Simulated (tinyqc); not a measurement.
# Changing the distance d to the collector

Model: Haynes-Shockley experiment: drift, diffusion and decay of a minority-carrier pulse. Computed by tinyqc, a small Python program. Command: `OMP_NUM_THREADS=1 python tinyqc.py 3111918 3111919 out.jsonl haynes sweep`. One thread of a shared host (Intel(R) Xeon(R) Processor @ 2.30GHz), about 0.02 s of CPU time with the checks.

A thin sheet of excess carriers is made at x = 0, t = 0 in a long uniform bar; injection is low, so the pulse moves with the minority mobility.

Inputs (values chosen for the exercise, modelled on holes in n-type germanium in a lightly doped bar): minority mobility mu = 2110 cm^2/(V s); lifetime tau = 25 microsecond; temperature T = 330 K; field F = 13 V/cm; injected sheet density N0 = 6.5e+09 1/cm^2.

Constants: k_B = 8.617333262e-05 eV/K.

Method:
- D = mu k_B T/e, v = mu F.
- Transit time d/v, diffusion length sqrt(D tau), drift length v tau, Peclet number v d/D = e F d/(k_B T).
- dn(x, t) = N0/sqrt(4 pi D t) exp(-(x - v t)^2/(4 D t) - t/tau).
- At fixed x the signal peaks where d ln(dn)/dt = 0: a t^2 + t/2 - x^2/(4 D) = 0 with a = v^2/(4 D) + 1/tau.
- The full width at half maximum is found by solving dn(x, t) = peak/2 on both sides of the peak.
- With w the full width at half maximum: mu = d/(F t_p); D = (w d)^2/(16 ln2 t_p^3); Einstein ratio D/mu against k_B T/e.

One run for each value; columns: (1) distance d to the collector (cm); (2) width at half maximum (microsecond); (3) peak density (1/cm^3); (4) error of mu (%); (5) Peclet number:
```
(1)     (2)        (3)    (4)    (5)
0.15  2.158  8.195e+10  2.105   68.6
0.22  2.621  6.105e+10  1.635  100.6
0.32  3.168  4.374e+10  1.322  146.3
0.46  3.803  2.975e+10  1.113  210.3
0.68  4.628  1.776e+10  0.958  310.9
0.98  5.560  9.564e+09  0.859  448.0
1.40  6.648  4.345e+09  0.792  640.0
2.10  8.145  1.282e+09  0.740  960.0
```

Over the rows, width at half maximum (microsecond) rises from 2.16 to 8.15 (exponent d ln y / d ln x about 0.50 throughout); peak density (1/cm^3) falls from 8.19e10 to 1.28e9 (exponent d ln y / d ln x -0.77 between the first rows and -3.0 between the last); error of mu (%) falls from 2.10 to 0.740 (exponent d ln y / d ln x -0.66 between the first rows and -0.17 between the last). The exponent of width at half maximum stays between 0.50 and 0.51, near 0.50: the spread grows as sqrt(t).

Extremes, crossings and ranges named in words are read from the listed rows.
